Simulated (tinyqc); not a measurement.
From results back to parameters: alloy A(1-x)B(x) by interpolation with bowing. Three cases, with inputs chosen for the exercise.

Problem. An unstrained alloy A(1-x)B(x) follows Vegard, a(x) = (1 - x) a_A + x a_B, and E(x) = (1 - x) E_A + x E_B - C x (1 - x) at Gamma. Its lattice constant and gap are given.

Find: x; linear part of the gap; C.

Method. x = (a - a_A)/(a_B - a_A); the bowing is the shortfall against the linear part divided by x (1 - x).

Case 1.

Values chosen (out of a larger set: A near Ge, B near Si; not measured data): a = (5.658, 5.429) angstrom (lattice constant of A, B); Eg = (0.899, 4.21) eV (gap at Gamma to the s-like level of A, B).

a(x) = 5.598460 angstrom
gap at Gamma = 1.720418 eV

Solution.

x = 0.260
linear part of the gap = 1.7599 eV
C = 0.205 eV

Case 2.

Values chosen (out of a larger set: A near InSb, B near InAs; not measured data): a = (6.486, 6.062) angstrom (lattice constant of A, B); Eg = (0.233, 0.414) eV (gap at Gamma to the s-like level of A, B).

a(x) = 6.087440 angstrom
gap at Gamma = 0.365634 eV

Solution.

x = 0.940
linear part of the gap = 0.4031 eV
C = 0.665 eV

Case 3.

Values chosen (out of a larger set: A near GaAs, B near GaSb; not measured data): a = (5.656, 6.096) angstrom (lattice constant of A, B); Eg = (1.525, 0.801) eV (gap at Gamma to the s-like level of A, B).

a(x) = 5.827600 angstrom
gap at Gamma = 0.854387 eV

Solution.

x = 0.390
linear part of the gap = 1.2426 eV
C = 1.632 eV

Computed by tinyqc, one run a case: `OMP_NUM_THREADS=1 python tinyqc.py N N+1 out.jsonl` with N = 1050134, 1050142, 1050155; one thread of a shared Intel(R) Xeon(R) Processor @ 2.30GHz, about 0.01 s a run at most.
